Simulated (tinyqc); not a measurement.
Defect-molecule model of a vacancy with Jahn-Teller distortion, step by step. Values are carried at full precision from step to step, so a last printed digit may differ when a step is redone from the rounded ones.

Four dangling hybrids a, b, c, d point into the vacancy: H_ii = E0, and -gm between any two. A tetragonal distortion Q pairs a with b and c with d: those two couplings become -gm - I Q and the other four -gm + I Q/2, at an elastic cost k Q^2/2. The a1 level holds two electrons; charge states 2+, + and 0 put n = 0, 1, 2 more into the lowest level of t2 origin. Energy from the 2+ state at Q = 0, with the Fermi level mu counted from Ev: W_n(Q) = n (et - 2 I Q) + k Q^2/2 + Uc n (n - 1)/2 - n mu. et = E0 + gm is the undistorted t2 level.

Inputs chosen for the exercise (of the size used for the vacancy in silicon; shifted at random, so the results belong to these values and not to a real crystal): E0 = -0.21 eV (level of a dangling hybrid, from Ev); gm = 0.38 eV (coupling between two dangling hybrids); I = 0.96 eV/angstrom (Jahn-Teller coupling); k = 16.8 eV/angstrom^2 (force constant of the mode); Uc = 0.26 eV (repulsion of two electrons in one orbital); Q = 0.29 angstrom (a trial distortion).

## The molecule at a trial distortion

Fill in H at Q.

H (eV), lower triangle:
```
         a        b        c        d
a  -0.2100
b  -0.6584  -0.2100
c  -0.2408  -0.2408  -0.2100
d  -0.2408  -0.2408  -0.6584  -0.2100
```

## One-electron levels

Diagonalise. By symmetry: a + b + c + d at E0 - 3 gm, a + b - c - d at E0 + gm - 2 I Q, and the pair a - b, c - d at E0 + gm + I Q.

levels (eV): -1.3500  -0.3868  0.4484  0.4484

The t2 triplet has split by 3 I Q = 0.8352 eV, and its centre has stayed.

## Relaxed charge states

Minimise W_n over Q: Q_n = 2 n I/k, gain n^2 E_JT with E_JT = 2 I^2/k. W_n at mu = 0 is n et - n^2 E_JT + Uc n (n - 1)/2.

E_JT = 0.1097 eV

States:

| n | charge | Q_n (angstrom) | gain (eV) | W_n (eV) |
|---|---|---|---|---|
| 0 | 2+ | 0.0000 | 0.0000 | 0.0000 |
| 1 | + | 0.1143 | 0.1097 | 0.0603 |
| 2 | 0 | 0.2286 | 0.4389 | 0.1611 |

## Transition levels and the effective U

From the energies W_n of the relaxed states with n = 0, 1, 2 electrons: E(2+/+) = W1 - W0, E(+/0) = W2 - W1, U_eff = E(+/0) - E(2+/+), E(2+/0) = (W2 - W0)/2.

levels above Ev (eV): (2+/+) 0.0603, (+/0) 0.1009, (2+/0) 0.0806

U_eff = 0.0406 eV

U_eff > 0: the + state is the lowest for mu between 0.0603 and 0.1009 eV. The vacancy in silicon is known as a negative-U centre; these values fall on the other side of the balance.

## Vertical against thermal levels

At fixed Q the level for adding the first electron is et - 2 I Q. Capture into 2+ at Q0 = 0 costs et; removal from + at Q1 = 2 I/k takes place at et - 2 E_JT, E_JT = 2 I^2/k; the thermal level lies between, and the Franck-Condon shift is E_JT on each side. et = E0 + gm.

levels (eV): vertical at Q0 0.1700, thermal 0.0603, vertical at Q1 -0.0494

Stokes shift = 0.2194 eV

## Checks

- W2 from the formula against a numerical minimum over Q with the level from H(Q): both 0.16114.

(tinyqc, `OMP_NUM_THREADS=1 python tinyqc.py 1451458 1451459 out.jsonl`, Intel(R) Xeon(R) Processor @ 2.30GHz, 1 thread, shared host, about 0.01 s.)
